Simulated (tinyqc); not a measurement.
Electron continuity equation in a given potential, Scharfetter-Gummel discretisation: one step of the calculation.

Steady state in one dimension: J = q mu n E + q D dn/dx with E = -dpsi/dx and D = mu Vt, dJ/dx = q (n/tau - G), fixed densities nL and nR at the ends. The potential is given, psi = U (x/L)^2, and is not changed by the electrons.

Question. Bernoulli factors. d_i = (psi_(i+1) - psi_i)/Vt; B(d) = d/(exp(d) - 1), B(0) = 1. The flux on interval i is J_i = (q D/h) [n_(i+1) B(d_i) - n_i B(-d_i)].

Values chosen for this exercise: temperature T = 293 K.

Constants: q = 1.602176634e-19 C, kB = 1.380649e-23 J/K, Vt = kB T/q. Results are converted to the units shown.

psi, node 0 to 11 (V): 0.0000000  -0.0107438  -0.0429752  -0.0966942  -0.1719008  -0.2685950  -0.3867769  -0.5264463  -0.6876033  -0.8702479  -1.0743802  -1.3000000

Find: d_i; B(d_i); B(-d_i).

Answer.

```
interval      d_i  B(d_i)    B(-d_i)
0         -0.4255  1.2278    0.80228
1         -1.2766  1.7705    0.49397
2         -2.1276  2.4153    0.28772
3         -2.9786  3.1382    0.15962
4         -3.8297  3.9147   0.085015
5         -4.6807  4.7245   0.043808
6         -5.5317  5.5537   0.021988
7         -6.3828  6.3936   0.010808
8         -7.2338  7.2390  0.0052249
9         -8.0848  8.0873  0.0024923
10        -8.9359  8.9370  0.0011760
```

The largest |d_i| is 8.94, above 2, where central differences lose the sign pattern that keeps densities positive.

Range of the model: The drift velocity mu E exceeds 1e7 cm/s somewhere, where real mobilities no longer stay constant.

tinyqc, about 0.01 s, one thread, Intel Xeon 2.30GHz (shared host): `OMP_NUM_THREADS=1 python tinyqc.py 2220142 2220143 out.jsonl`
